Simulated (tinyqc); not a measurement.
## Conductivities from two wire lengths

Question. A wire with uniform heating p0 per length and ends at the substrate temperature has theta(L/2) = (p0/g)[1 - 1/cosh(L/(2 LH))], LH = sqrt(kap A/g). Find LH, g and kap.

Inputs (values chosen for the exercise): cross-section A = 1200 nm^2; heating per length p0 = 0.056 uW/nm.

theta at the middle for L = 850 and 1700 nm (K): 45.698131  95.474315

Solution. With c = cosh(L1/(2 LH)) the longer wire has 2 c^2 - 1. The ratio of the two rises falls steadily from 4 to 1 as c grows, so it fixes c; g and kap follow.

LH = 426 nm
g = 0.430 W/(m K)
kap = 65.0 W/(m K)

Computed by the program tinyqc: `OMP_NUM_THREADS=1 python tinyqc.py 2520053 2520054 out.jsonl`, one thread of a shared Intel Xeon 2.30GHz, about 0.01 s for the whole run.
